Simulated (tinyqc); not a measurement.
Abrupt p-n junction, non-linear Poisson equation by Newton steps: one step of the calculation.

One dimension, p side on the left, n side on the right; net doping C = -Na for x < 0 and +Nd for x > 0. The potential psi is counted from the intrinsic level, and the quasi-Fermi potentials are flat: 0 for holes and -V for electrons, so n = ni exp((psi + V)/Vt) and p = ni exp(-psi/Vt) (Boltzmann statistics, full ionisation, no current). Under reverse bias this makes the minority densities vanishingly small everywhere; they play no part in the charge.

Question. Converged densities, field and charge. n and p as above; field E_i = -(psi_(i+1) - psi_i)/h_i on each interval; charge on either side of the peak Q = eps0 eps_r |E|max (Gauss).

Values chosen for this exercise; band and dielectric values close to those of silicon:
```
symbol,value,unit,meaning
T,450,K,temperature
eps_r,11.7,,relative permittivity
V,-3.2,V,bias of the p side against the n side
```

Constants: q = 1.602176634e-19 C, kB = 1.380649e-23 J/K, Vt = kB T/q, eps0 = 8.8541878128e-14 F/cm where lengths are in cm. Results are converted to the units shown.

```
node  x (nm)  converged psi (V)  net doping C (cm^-3)
0       -279         -0.3504061                 -2e17
1       -143         -0.3389868                 -2e17
2      -68.4          0.2870762                 -2e17
3        -28          1.3446704                 -2e17
4         -6          2.1329041                 -2e17
5          6          2.6259508                4.7e17
6       19.3          3.0501138                4.7e17
7       34.1          3.3709637                4.7e17
8       50.5          3.5413044                4.7e17
9       68.8          3.5782502                4.7e17
10        89          3.5829975                4.7e17
11       111          3.5834918                4.7e17
12       136          3.5835386                4.7e17
```

ni = 2.3804250e13 cm^-3

Find: n; p; field E; peak |E|; charge Q.

Answer.

```
node   n (cm^-3)   p (cm^-3)
0     4.1101e-27   2.0000e17
1     5.5176e-27   1.4898e17
2     5.6669e-20   1.4506e10
3      3.9617e-8    0.020750
4         26.651  3.0845e-11
5       8.8631e6  9.2747e-17
6      4.9889e11  1.6477e-21
7      1.9560e15  4.2026e-25
8      1.5816e17  5.1975e-27
9      4.1008e17  2.0045e-27
10     4.6349e17  1.7736e-27
11     4.6943e17  1.7511e-27
12     4.7000e17  1.7490e-27
```

field E, interval 0 to 11 (kV/cm): -0.84  -83.92  -261.78  -358.29  -410.87  -318.92  -216.79  -103.87  -20.19  -2.35  -0.22  -0.02
peak |E| = 410.87 kV/cm
charge Q = 425.64 nC/cm^2

tinyqc, about 0.03 s, one thread, Intel Xeon 2.30GHz (shared host): `OMP_NUM_THREADS=1 python tinyqc.py 2000038 2000039 out.jsonl`
